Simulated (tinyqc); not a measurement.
Schottky diode by thermionic emission with image-force lowering and series resistance: two steps of the calculation.

Metal on an n-type semiconductor with one parabolic valley; V > 0 is forward bias (metal positive). I = I0 [exp(Vj/(n Vt)) - 1] with Vj = V - I Rs; I0 = S A* T^2 exp(-(phi - dphi)/Vt), the lowering dphi taken at zero bias.

Inputs (values chosen for the exercise); band and dielectric values close to those of silicon: temperature T = 200 K; electron mass me = 0.256 m0; relative permittivity eps_r = 11.5; barrier height seen from the metal phi = 0.59 eV; donor density Nd = 1.9e17 cm^-3; area S = 1.7e-5 cm^2; ideality factor n = 1.22; series resistance Rs = 0.61 ohm; applied bias V = 0.73 V.

Constants: q = 1.602176634e-19 C, kB = 1.380649e-23 J/K, h = 6.62607015e-34 J s, m0 = 9.1093837015e-31 kg, Vt = kB T/q, eps0 = 8.8541878128e-14 F/cm where lengths are in cm. Results are converted to the units shown.

Task 1. Saturation current. A* = 4 pi q me m0 kB^2/h^3 (times 1e-4 for A/(cm^2 K^2)); Nc = 2 (2 pi me m0 kB T/h^2)^1.5 (times 1e-6 for cm^-3); xi = Vt ln(Nc/Nd), Vbi = phi - xi; surface field Em = sqrt(2 q Nd (Vbi - V - Vt)/(eps0 eps_r)); dphi = sqrt(q Em/(4 pi eps0 eps_r)). Here V = 0 in Em.

Wanted: A*; Nc; Vbi; Em; dphi; I0.

Result 1.

A* = 30.764 A/(cm^2 K^2)
Nc = 1.7693e18 cm^-3
Vbi = 0.55154 V
Em = 178.74 kV/cm
dphi = 47.308 meV
I0 = 4.4190e-13 A

The lowering raises I0 by a factor of 15.6.

Task 2. Junction voltage. Fixed-point step: I = (V - Vj)/Rs, then Vj(new) = n Vt ln(1 + I/I0).

I0 = 4.4190299e-13 A
Vj after iteration 1 = 0.59128043 V

Find: Vj after iteration 2.

Result 2.

Vj after iteration 2 = 0.56701 V

Range of the model: One isotropic valley is assumed; bands with several valleys have a larger Richardson constant and Nc.

Program tinyqc, `OMP_NUM_THREADS=1 python tinyqc.py 2640121 2640122 out.jsonl`; Intel Xeon 2.30GHz, shared host, one thread, about 0.01 s.
